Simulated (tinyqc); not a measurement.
Wannier functions of a composite (isolated) pair of valence bands (bonds of an sp chain): one step. Loewdin orthogonalisation. Three cases, with inputs chosen for the exercise.

Problem. The trial vectors are the columns g1 = (0, cos c, sin c, 0), g2 = (cos c exp(-ik), 0, 0, sin c), k = 2 pi j/N. Form S = g^+ P g, its eigenvalues, S^(-1/2), and w = P g S^(-1/2).

Case 1.

Values chosen: c = 45 degrees (trial bonds cos(c) on A, sin(c) on B); j = 4 (mesh point, k = 2 pi j/N); N = 5 (k points).

P, rows A<, A>, B<, B> and columns alike:
$$\begin{pmatrix}
0.500000 & 0.067375-0.089509i & 0 & 0.116987+0.473036i \\
0.067375+0.089509i & 0.500000 & 0.486502-0.027657i & 0 \\
0 & 0.486502+0.027657i & 0.500000 & 0.075534-0.082740i \\
0.116987-0.473036i & 0 & 0.075534+0.082740i & 0.500000
\end{pmatrix}$$

Case 2.

Values chosen: c = 45 degrees (trial bonds cos(c) on A, sin(c) on B); j = 2 (mesh point, k = 2 pi j/N); N = 4 (k points).

P, rows A<, A>, B<, B> and columns alike:
$$\begin{pmatrix}
0.500000 & 0.140152 & 0 & -0.479956 \\
0.140152 & 0.500000 & 0.479956 & 0 \\
0 & 0.479956 & 0.500000 & 0.140152 \\
-0.479956 & 0 & 0.140152 & 0.500000
\end{pmatrix}$$

Case 3.

Values chosen: c = 65 degrees (trial bonds cos(c) on A, sin(c) on B); j = 4 (mesh point, k = 2 pi j/N); N = 5 (k points).

P, rows A<, A>, B<, B> and columns alike:
$$\begin{pmatrix}
0.500000 & 0.034886-0.095427i & 0 & 0.131800+0.471493i \\
0.034886+0.095427i & 0.500000 & 0.488978-0.024019i & 0 \\
0 & 0.488978+0.024019i & 0.500000 & 0.085321-0.055169i \\
0.131800-0.471493i & 0 & 0.085321+0.055169i & 0.500000
\end{pmatrix}$$

Give: S; eigenvalues of S; S^(-1/2); w.

Solution.

Case 1.

S, rows 1, 2 and columns alike:
$$\begin{pmatrix}
0.9865 & 0.0056+0.0045i \\
0.0056-0.0045i & 0.9860
\end{pmatrix}$$

eigenvalues of S: [0.9791, 0.9935]

S^(-1/2), rows 1, 2 and columns alike:
$$\begin{pmatrix}
1.0068 & -0.0029-0.0023i \\
-0.0029+0.0023i & 1.0071
\end{pmatrix}$$

w, rows A<, A>, B<, B>; columns 1, 2:
$$\begin{pmatrix}
0.0459-0.0652i & 0.1931+0.6756i \\
0.7023-0.0200i & -0.0478+0.0638i \\
0.7023+0.0200i & 0.0518-0.0606i \\
0.0518+0.0606i & 0.7021-0.0252i
\end{pmatrix}$$

The combinations of the trial bonds that diagonalise S lie 97.9 to 99.3 % inside the filled space; an eigenvalue near zero would mark a poor choice.

Case 2.

S, rows 1, 2 and columns alike:
$$\begin{pmatrix}
0.9800 & 0 \\
0 & 0.9800
\end{pmatrix}$$

eigenvalues of S: [0.9800, 0.9800]

S^(-1/2), rows 1, 2 and columns alike:
$$\begin{pmatrix}
1.0102 & 0 \\
0 & 1.0102
\end{pmatrix}$$

w, rows A<, A>, B<, B>; columns 1, 2:
$$\begin{pmatrix}
0.1001 & -0.7000 \\
0.7000 & -0.1001 \\
0.7000 & 0.1001 \\
0.1001 & 0.7000
\end{pmatrix}$$

The combinations of the trial bonds that diagonalise S lie 98.0 % inside the filled space; an eigenvalue near zero would mark a poor choice.

Case 3.

S, rows 1, 2 and columns alike:
$$\begin{pmatrix}
0.8746 & 0.0558-0.0341i \\
0.0558+0.0341i & 0.8747
\end{pmatrix}$$

eigenvalues of S: [0.8092, 0.9400]

S^(-1/2), rows 1, 2 and columns alike:
$$\begin{pmatrix}
1.0716 & -0.0342+0.0209i \\
-0.0342-0.0209i & 1.0715
\end{pmatrix}$$

w, rows A<, A>, B<, B>; columns 1, 2:
$$\begin{pmatrix}
0.0226-0.0686i & 0.1983+0.6749i \\
0.7030-0.0235i & -0.0582+0.0428i \\
0.7033+0.0110i & 0.0601-0.0401i \\
0.0601+0.0401i & 0.7033-0.0093i
\end{pmatrix}$$

The combinations of the trial bonds that diagonalise S lie 80.9 to 94.0 % inside the filled space; an eigenvalue near zero would mark a poor choice.

Computed by tinyqc, one run a case: `OMP_NUM_THREADS=1 python tinyqc.py N N+1 out.jsonl` with N = 1481674, 1481902, 1482344; one thread of a shared Intel(R) Xeon(R) Processor @ 2.30GHz, about 0.2 s a run at most.
